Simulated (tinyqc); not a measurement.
Standing waves and exposure in a photoresist film, step by step. Values are carried at full precision from step to step, so a last printed digit may differ when a step is redone from the rounded ones.

Normal incidence from air. Unexposed resist: N1 = n1 + i k1 with k1 = (A + B) lam/(4 pi), lam in micrometres. r01 = (1 - N1)/(1 + N1), t01 = 2/(1 + N1). Below the resist lie the layer Na = na + i ka and the substrate Ns = ns + i ks: r12 = (r1a + ras x)/(1 + r1a ras x), x = exp(4 pi i Na da/lam), r1a = (N1 - Na)/(N1 + Na), ras = (Na - Ns)/(Na + Ns). With p = exp(2 pi i N1 d/lam), the field at depth z is E(z) = t01 [exp(2 pi i N1 z/lam) + r12 p^2 exp(-2 pi i N1 z/lam)]/(1 + r01 r12 p^2), the relative intensity I(z) = n1 |E(z)|^2 and the reflectance R = |(r01 + r12 p^2)/(1 + r01 r12 p^2)|^2.

Values chosen for the exercise (a resist on W, indices near tabulated ones; the results hold for these values, not for the real material): lam = 248 nm (vacuum wavelength); n1 = 1.741 (resist index); A = 0.13 1/micrometre (bleachable absorption (Dill A)); B = 0.94 1/micrometre (fixed absorption (Dill B)); d = 369 nm (resist thickness); ns = 3.391 (substrate n); ks = 2.783 (substrate k); na = 1.82 (n of the bottom antireflection layer); ka = 0.356 (its k); da = 52 nm (its thickness); C = 0.027 cm^2/mJ (exposure rate (Dill C)); D = 40 mJ/cm^2 (incident dose); Ld = 5 nm (diffusion length of the post-exposure bake).

## Interface coefficients

Form N1, r01, t01 and r12.

N1 = 1.74100+0.02112i
r01 = -0.2704-0.0056i
t01 = 0.7296-0.0056i
r12 = -0.1246+0.0684i
|r12|^2 = 0.0202

Next to the bottom the intensity swings by a factor ((1 + |r12|)/(1 - |r12|))^2 = 1.77 between antinode and node; without the layer |r12|^2 would be 0.3026.

## Round trip and reflectance

Form p^2, the denominator and R; the period of the standing wave is lam/(2 n1).

p^2 = 0.2835+0.6112i
1 + r01 r12 p^2 = 1.0205+0.0158i
R = 0.1196
period = 71.22 nm

The film holds 5.18 periods.

## Intensity and exposure over the lowest period

Nine depths from d - period to d. Without bleaching during the exposure the share of unexposed compound is m = exp(-C D I).

Profile:
```
z (nm)      I      m
297.8   0.509  0.577
306.7   0.605  0.521
315.6   0.728  0.455
324.5   0.804  0.420
333.4   0.784  0.429
342.3   0.676  0.482
351.2   0.541  0.558
360.1   0.454  0.613
369.0   0.462  0.607
```

I runs from 0.454 to 0.804 on these points, so m runs from 0.420 to 0.613; the least exposed point listed lies 8.9 nm above the bottom.

## Smoothing by the bake

Gaussian diffusion of length Ld multiplies a cosine of period L by exp(-2 pi^2 Ld^2/L^2). Give that factor, and the Ld that leaves 10 %.

factor = 0.907
Ld for 10 % = 24.33 nm

## Checks

- R against the transfer-matrix product: both 0.11965.

Run: tinyqc, `OMP_NUM_THREADS=1 python tinyqc.py 1680179 1680180 out.jsonl`; Intel(R) Xeon(R) Processor @ 2.30GHz, one thread, shared host; about 0.01 s of CPU time with all checks.
